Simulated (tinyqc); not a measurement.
WKB tunnelling through a gate dielectric with a two-band (Franz) dispersion: one step. The integrals by Simpson's rule. Three cases, with inputs chosen for the exercise.

Task: Weights 1, 4, 2, 4, 2, 4, 2, 4, 1 times a third of the spacing.

Give: integral of kappa dx.

Case 1.

kappa (1/angstrom):
```
x (angstrom)    u (eV)  parabolic     Franz
0.00000       1.410000   0.298026  0.258174
4.79792       1.233750   0.278778  0.246468
9.59583       1.057500   0.258098  0.232694
14.39375      0.881250   0.235610  0.216457
19.19167      0.705000   0.210736  0.197150
23.98958      0.528750   0.182503  0.173753
28.78750      0.352500   0.149013  0.144290
33.58542      0.176250   0.105368  0.103712
38.38333      0.000000   0.000000  0.000000
```

Result:

integral of kappa dx: parabolic 7.585, Franz 6.986

Case 2.

kappa (1/angstrom):
```
x (angstrom)    u (eV)  parabolic     Franz
0.00000       1.750000   0.412248  0.348242
4.75000       1.687500   0.404819  0.344409
9.50000       1.625000   0.397252  0.340351
14.25000      1.562500   0.389538  0.336059
19.00000      1.500000   0.381667  0.331524
23.75000      1.437500   0.373631  0.326736
28.50000      1.375000   0.365419  0.321684
33.25000      1.312500   0.357017  0.316356
38.00000      1.250000   0.348413  0.310736
```

Result:

integral of kappa dx: parabolic 14.486, Franz 12.572

Case 3.

kappa (1/angstrom):
```
x (angstrom)    u (eV)  parabolic     Franz
0.00000       3.200000   0.691912  0.547324
2.37500       2.987500   0.668544  0.539240
4.75000       2.775000   0.644329  0.529542
7.12500       2.562500   0.619167  0.518141
9.50000       2.350000   0.592939  0.504920
11.87500      2.137500   0.565495  0.489733
14.25000      1.925000   0.536650  0.472391
16.62500      1.712500   0.506164  0.452644
19.00000      1.500000   0.473720  0.430163
```

Result:

integral of kappa dx: parabolic 11.203, Franz 9.492

Computed by tinyqc, one run a case: `OMP_NUM_THREADS=1 python tinyqc.py N N+1 out.jsonl` with N = 1482008, 1482138, 1482378; one thread of a shared Intel(R) Xeon(R) Processor @ 2.30GHz, about 0.01 s a run at most.
